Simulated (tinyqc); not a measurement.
sp3s* tight binding: one step. Phase sums. Three cases, with inputs chosen for the exercise.

Problem. Form g0 to g3 at this k.

sp3s* tight binding, nearest neighbours only: anion (a) at 0, cation (c) at a/4 (1,1,1), orbitals s, px, py, pz, s* on each; k in units of 2 pi/a. With phases e_j = exp(i (pi/2) k.n_j) for n = (1,1,1), (1,-1,-1), (-1,1,-1), (-1,-1,1): g0 = (e1+e2+e3+e4)/4, g1 = (e1+e2-e3-e4)/4, g2 = (e1-e2+e3-e4)/4, g3 = (e1-e2-e3+e4)/4. The diagonal holds the levels Esa, Epa, Exa (s*) and Esc, Epc, Exc. Anion-cation block: <sa|sc> = Vss g0; <sa|xc> = Vsapc g1; <xa|sc> = -Vscpa g1; <xa|xc> = Vxx g0; <xa|yc> = <ya|xc> = Vxy g3, <xa|zc> = <za|xc> = Vxy g2, <ya|zc> = <za|yc> = Vxy g1; <s*a|xc> = Vxapc g1; <xa|s*c> = -Vpaxc g1; y and z take g2 and g3 in place of g1; s-s* and s*-s* vanish.

Give: g0, g1, g2, g3.

Case 1.

Values chosen (out of a larger set: near a published set for GaAs, fitted to gaps, whose masses and valley positions are rough; not measured data): k = (0.23, 0.23, 0) 2 pi/a (wave vector).

Solution.

g0, g1, g2, g3: 0.87506  0.33066i  0.33066i  -0.12494

Case 2.

Values chosen (out of a larger set: near a published set for Si, fitted to gaps, whose masses and valley positions are rough; spin-orbit coupling, where it is added without a refit, lifts the valence top and shrinks all gaps by about a third of the splitting; not measured data): k = (0.01, 0.39, 0.23) 2 pi/a (wave vector).

Solution.

g0, g1, g2, g3: 0.76524-0.00319i  -0.20322+0.01202i  -0.00454+0.53782i  -0.00845+0.28916i

Case 3.

Values chosen (out of a larger set: near a published set for InP, fitted to gaps, whose masses and valley positions are rough; spin-orbit coupling, where it is added without a refit, lifts the valence top and shrinks all gaps by about a third of the splitting; not measured data): k = (0.25, 0.2, 0.06) 2 pi/a (wave vector).

Solution.

g0, g1, g2, g3: 0.87476-0.01113i  -0.02687+0.36234i  -0.03425+0.28423i  -0.11773+0.08269i

Computed by tinyqc, one run a case: `OMP_NUM_THREADS=1 python tinyqc.py N N+1 out.jsonl` with N = 1450334, 1450478, 1450585; one thread of a shared Intel(R) Xeon(R) Processor @ 2.30GHz, about 0.2 s a run at most.
